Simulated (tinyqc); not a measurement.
Leaving out one process at a time: Debye-Callaway model of lattice thermal conductivity. Computed by tinyqc, a small Python program. Command: `OMP_NUM_THREADS=1 python tinyqc.py 3017784 3017785 out.jsonl callaway walk`. One thread of a shared host (Intel(R) Xeon(R) Processor @ 2.30GHz), about 0.01 s of CPU time with the checks.

Three acoustic branches with one velocity v, cut at omega_D = k_B Theta/hbar; x = hbar omega/(k_B T). v and Theta are separate inputs: Theta cuts off the heat-carrying modes, so C need not reach 3 k_B/V. gamma is an effective value that sets the umklapp rate. Heat flows along the wire.

Inputs (values chosen for the exercise, modelled on lead telluride):
```
quantity                                value        unit
sound velocity v                         1750         m/s
Debye temperature Theta                   138           K
volume per atom V                        33.7  angstrom^3
mean atomic mass M                      167.4           u
effective Grueneisen parameter gamma     3.77           -
umklapp exponent divisor b                2.5           -
vacancy fraction n_v                  0.00094           -
wire diameter D                         0.033  micrometre
specularity p                             0.2           -
normal-process factor f_N                0.45           -
temperature T                             300           K
```

Sample: wire. Point defects: vacancies. Normal processes: included.

Constants: k_B = 1.380649e-23 J/K; hbar = 1.054571817e-34 J s; u = 1.6605390666e-27 kg.

Method:
- A vacancy counts as a mass defect Delta M/M = -3 (the missing mass and twice its bonds), so Gamma = 9 n_v. A = V Gamma/(4 pi v^3).
- Rates: point defects A omega^4; umklapp B omega^2 T exp(-Theta/(b T)) with B = hbar gamma^2/(M v^2 Theta); normal processes f_N B omega^2 T (T/Theta)^2. Boundaries: v/Lambda_B with Lambda_B = D (1 + p)/(1 - p).
- kappa_1 = c int tau_C g dx, g = x^4 e^x/(e^x - 1)^2, c = (k_B/(2 pi^2 v)) (k_B T/hbar)^3, over 0 < x < min(Theta/T, 40), by 96 Gauss-Legendre points in s with x = x_max s^2; 1/tau_C = 1/tau_R + 1/tau_N; kappa_2 = c [int (tau_C/tau_N) g dx]^2 / int (tau_C/(tau_N tau_R)) g dx; kappa = kappa_1 + kappa_2.

Rayleigh coefficient A = 4.23327e-42 s^3

Conductivity at T:
```
case                   kappa (W/(m K))  ratio to all
all processes                   1.1201             1
without point defects           1.3636        1.2174
without boundaries              1.2592        1.1242
without umklapp                 3.7190        3.3202
```

What follows from these numbers?

Removing umklapp raises kappa most, by a factor 3.32; removing boundaries gives only 1.12.
